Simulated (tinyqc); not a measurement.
What moves the results: Slater-Koster d bands of an fcc metal. A value that a table varies takes the place of the one given here.

Slater-Koster d bands. For a bond with direction cosines (l, m, n) the 5 x 5 block is dds Ps + ddp Pp + ddd (1 - Ps - Pp), the projectors on sigma, pi and delta states about the bond; for instance <xy|xy> = 3 l^2 m^2 dds + (l^2 + m^2 - 4 l^2 m^2) ddp + (n^2 + l^2 m^2) ddd, <xy|yz> = 3 l m^2 n dds + l n (1 - 4 m^2) ddp + l n (m^2 - 1) ddd and <3z2-r2|3z2-r2> = (n^2 - (l^2 + m^2)/2)^2 dds + 3 n^2 (l^2 + m^2) ddp + (3/4)(l^2 + m^2)^2 ddd. H(k) sums the blocks times cos(k.R) over the neighbours; the d level is the zero of energy; k in 2 pi/a.

Neighbours: twelve at (a/2)(1,1,0) and equivalents.

Mesh: k = f1 b1 + f2 b2 + f3 b3 with fractions (j + 1/2)/N, j = 0 to N - 1, and b = (-1,1,1), (1,-1,1), (1,1,-1) for fcc, (0,1,1), (1,0,1), (1,1,0) for bcc, unit vectors for simple cubic. The lowest Nd/10 of all levels are filled with two electrons each; the bond energy is their sum per atom.

Inputs chosen for the exercise (of the size met in Cu; the results hold for these values, not for the real material):
- dds = -0.352 eV (dd sigma)
- ddp = 0.158 eV (dd pi)
- ddd = -0.056 eV (dd delta)
- N = 10 (mesh)
- f2 = 0.487 (factor for second neighbours in bcc)

## Band filling: full bands against the rectangular model

W = sqrt(12 mu2) with mu2 the mean square level on the mesh; rectangular model: Fermi level W (Nd/10 - 1/2), bond energy -W Nd (10 - Nd)/20. The Fermi level of the mesh is the highest filled level.

Per atom (eV):
```
Nd  EF, bands  bond energy, bands  EF, rectangle  bond energy, rectangle
1      -0.833              -1.032         -0.911                  -1.025
2      -0.684              -1.791         -0.683                  -1.822
3      -0.474              -2.361         -0.455                  -2.391
4      -0.324              -2.763         -0.228                  -2.733
5       0.022              -2.904          0.000                  -2.847
6       0.302              -2.754          0.228                  -2.733
7       0.492              -2.354          0.455                  -2.391
8       0.679              -1.770          0.683                  -1.822
9       0.877              -0.981          0.911                  -1.025
```

W = 2.277 eV
full width on the mesh = 2.586 eV

What can be read from the table?

The bond energy is deepest at Nd = 5 (-2.904 eV); the rectangle has its minimum at 5. The two differ most at Nd = 5, by 0.057 eV or 2 % of the deepest value: the second moment fixes the parabola, and higher moments the rest. At Nd = 3 and 7 the bands give -2.361 and -2.354 eV, nearly symmetric.

## Which lattice a d-band metal prefers

fcc has twelve neighbours, bcc eight and six (the six times f2), simple cubic six. The integrals of bcc and sc are scaled so that all three have the second moment of fcc, which stands for equal repulsion (structural energy difference theorem). s and p electrons are left out.

Bond energy per atom:
```
Nd  fcc (eV)  bcc - fcc (meV)  sc - fcc (meV)
1     -1.032               68            -127
2     -1.791               31             -61
3     -2.361              -84              59
4     -2.763             -129             219
5     -2.904               22             284
6     -2.754              124             210
7     -2.354              107              51
8     -1.770               34             -82
9     -0.981              -48            -178
```

scale factors: bcc 1.1285, sc 1.4142

mu3/mu2^1.5: fcc -0.055, bcc -0.055, sc 0.000

mu4/mu2^2: fcc 1.767, bcc 1.705, sc 2.737

largest change of a difference when N is raised to 14 = 9 meV

What does this show, and why?

fcc is lowest for Nd = 5, 6 and 7. bcc is lowest for Nd = 3 and 4. sc is lowest for Nd = 1, 2, 8 and 9. bcc gains most on fcc at Nd = 4 (-129 meV). A small fourth moment marks a two-peaked band, which tends to favour fillings near one half; bcc has -4 % against fcc, and at Nd = 5 it lies +22 meV from fcc, which the fourth moment alone does not explain (differences of a few tens of meV are within the error of the mesh; hcp is left out, and this d-only model can miss the lattice of the real metal). The third moments, from three-membered rings, skew the bands. That simple cubic wins anywhere comes from keeping d bands and equal second moments alone; no transition metal takes it. Differences below about 9 meV are within the error of this mesh, and the s and p electrons left out weigh most where the d band is nearly empty or full.

## What each integral does

Levels at Gamma, E(t2g) = 3 dds + 4 ddp + 5 ddd, E(eg) = 1.5 dds + 6 ddp + 4.5 ddd, and W = sqrt(12 mu2), the width of a rectangular band with the same second moment mu2 = z (dds^2 + 2 ddp^2 + 2 ddd^2)/5, z = 12. Each row changes one parameter from the base and keeps the others.

Results:
```
case              t2g (eV)  eg (eV)  W (eV)
base               -0.7040   0.1680  2.2775
dds = -0.2992 eV   -0.5456   0.2472  2.0486
ddp = 0.1817 eV    -0.6092   0.3102  2.3771
ddd = -0.0476 eV   -0.6620   0.2058  2.2665
```

How do the results move?

The largest shifts from the base row, up to three for each result and ties (the steps differ in size, so this ranks the rows, not the parameters). t2g (eV): dds +0.1584, ddp +0.0948, ddd +0.0420. eg (eV): ddp +0.1422, dds +0.0792, ddd +0.0378. W (eV): dds -0.2289, ddp +0.0996, ddd -0.0110. The ratio of the shifts of t2g and eg names the integral: 3 : 1.5 for dds, 4 : 6 for ddp, 5 : 4.5 for ddd.

tinyqc: `OMP_NUM_THREADS=1 python tinyqc.py 1451820 1451821 out.jsonl`; about 0.03 s, one thread, shared Intel(R) Xeon(R) Processor @ 2.30GHz.
